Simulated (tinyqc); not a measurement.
Stretching all distances: RHF, UHF, MP2, CISD and CCSD against full CI in the sto-3g basis, for H2, spin multiplicity 1. Computed by the program tinyqc with PySCF. 

Geometry (angstrom):
```
atom       x       y       z
H     0.0000  0.0000  0.0000
H     0.0000  0.0000  0.6800
```

All coordinates are multiplied by the scale. c0^2 is the weight of the RHF determinant in the lowest singlet FCI state (UHF is spin-contaminated and may lie near states of higher spin) and n(LUMO) the first natural occupation beyond the occupied space.

Full CI energy (hartree) and errors against it (kcal/mol):
```
scale  distance 1-2 (angstrom)    E(FCI)     RHF     UHF     MP2   CISD   CCSD  <S^2> UHF   c0^2  n(LUMO)
0.870                    0.592  -1.11310   9.338   9.338   3.033  0.000  0.000      0.000  0.993    0.015
1.050                    0.714  -1.13692  12.183  12.183   4.312  0.000  0.000      0.000  0.988    0.023
1.230                    0.836  -1.13016  15.772  15.772   6.008  0.000  0.000      0.000  0.982    0.036
1.400                    0.952  -1.11095  19.974  19.974   8.075  0.000  0.000      0.000  0.974    0.053
1.580                    1.074  -1.08493  25.465  25.465  10.865  0.000  0.000      0.000  0.961    0.078
1.760                    1.197  -1.05745  32.207  31.515  14.379  0.000  0.000      0.138  0.943    0.113
1.940                    1.319  -1.03124  40.318  31.781  18.667  0.000  0.000      0.433  0.920    0.160
2.110                    1.435  -1.00915  49.237  28.154  23.378  0.000  0.000      0.618  0.892    0.216
2.290                    1.557  -0.98943  59.878  22.797  28.891  0.000  0.000      0.749  0.857    0.287
```

UHF parts from RHF first at scale 1.76 of those listed, where <S^2> leaves zero. The weight c0^2 goes from 0.99 to 0.86 and n(LUMO) from 0.01 to 0.29: static correlation grows as the bonds break into open-shell fragments. The spread of the error along the curve, which distorts its shape, is CISD 0.0, CCSD 0.0, UHF 22.4, MP2 25.9, RHF 50.5 kcal/mol. With two electrons CISD and CCSD are exact.
